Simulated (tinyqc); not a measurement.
# Anisotropic wet etching of Si(100): plane rates, V-grooves, membranes and undercut, step by step

A worked calculation. Computed by tinyqc, a small Python program that keeps every step. Command: `OMP_NUM_THREADS=1 python tinyqc.py 3000426 3000427 out.jsonl wetetch walk`. One thread of a shared host (Intel(R) Xeon(R) Processor @ 2.30GHz), about 0.01 s of CPU time with the checks. Intermediate numbers are printed to about 6 digits and carried at full precision; extremes and crossings named in words are read from the listed rows.

A long slot opens the mask on a (100) wafer. The floor etches at R100; (111) walls stand at theta = arctan(sqrt2) = 54.7356 degrees to the surface and recede at R111 along their normal.

Inputs (values chosen for the exercise, close to those used for potassium hydroxide solutions):
```
quantity                                                                    value     unit
prefactor k0 of the (100) rate                                            4.3e+08   um/min
activation energy of (100), E                                               0.593       eV
ratio (100)/(111) at 80 C                                                     290        -
extra energy of (111), dE                                                    0.11       eV
ratio (100)/oxide at 80 C                                                     240        -
extra energy of the oxide, dE_ox                                             0.22       eV
corner undercut rate over (100) rate, c                                       3.1        -
bath temperature T                                                             70        C
width w (mask opening along <110>, or membrane width in the design step)      3.4       um
misalignment of the mask                                                        0  degrees
etch time t                                                                    15      min
wafer thickness d                                                             525       um
membrane thickness wanted                                                      44       um
```

Constants: k_B = 8.617333262e-05 eV/K.

## Rates

R100 = k0 exp(-E/(k_B T)); a ratio given at 80 C scales as exp[(extra energy/k_B)(1/T - 1/353.15 K)]; R111 and R_ox follow by division. Temperatures in kelvin are T(C) + 273.15.

R100 = 0.839830 um/min

R111 = 0.00260643 um/min

R_ox = 0.00283456 um/min

anisotropy R100/R111 = 322.214

## Shape after the time t

A misaligned edge exposes ledges and adds R100 sin(misalignment) to the lateral rate (a simple estimate): u = R111/sin(theta) + R100 sin(misalignment). Top width W = w + 2 u t; floor width b = W - 2 z/tan(theta) = W - sqrt2 z. The floor lasts until b = 0, at t_V = w/(sqrt2 R100 - 2u); depth z = R100 t before t_V and W/sqrt2 after.

lateral rate u = 0.00319221 um/min

time t_V to close the V = 2.87815 min

top width W = 3.49577 um

depth z = 2.47188 um

floor width b = 0 um

The groove has closed to a V and now deepens at sqrt2 u = 0.00451 um/min, 0.5 % of R100.

## Designing a membrane from the back side

Etch depth d - membrane, time = depth/R100; for a membrane as wide as w the opening must be w + sqrt2 depth - 2 u time; oxide mask consumed R_ox x time; a 1 K error changes the depth by the fraction E/(k_B T^2); a convex mask corner, such as that of a mesa, would retreat by c x depth.

time to reach the membrane = 572.735 min

opening needed = 679.980 um

oxide consumed = 1623.45 nm

depth error per kelvin = 28.1099 um

retreat of a convex corner = 1491.1 um

The error per kelvin is 64 % of the membrane, so a timed etch cannot hold it and an etch stop is needed. The oxide loss calls for a nitride mask. A corner retreat larger than the depth shows why mesas need compensation structures. Caution: the remaining silicon is too narrow for its thickness to act as a membrane. Caution: rates also depend on concentration, doping, additives and stirring, all held fixed here.

## Speed against selectivity over temperature

Each row etches to the depth d - membrane; undercut per side = (R111/sin(theta) + R100 sin(misalignment)) x time.

Etching to a fixed depth:
```
T (C)  R100 (um/min)  R100/R111  time (h)  undercut (um)  oxide consumed (nm)
30           0.05957    526.397   134.578        1.11912               608.28
40           0.12298    460.167    65.187        1.28019               795.97
50           0.24275    405.632    33.024        1.45231              1024.39
60           0.46001    360.278    17.427        1.63513              1298.54
70           0.83983    322.214     9.546        1.82829              1623.45
80           1.48186    290.000     5.410        2.03139              2004.17
90           2.53421    262.525     3.163        2.24399              2445.62
100          4.21102    238.924     1.904        2.46565              2952.63
```

From 30 to 100 C the time falls by a factor 70.7, while the oxide loss grows by 4.85 and the undercut by 2.20: the slower planes and the mask have the higher activation energies, so heat costs selectivity.

Checks made by the program: depth against time integration (relative difference below 1e-10).
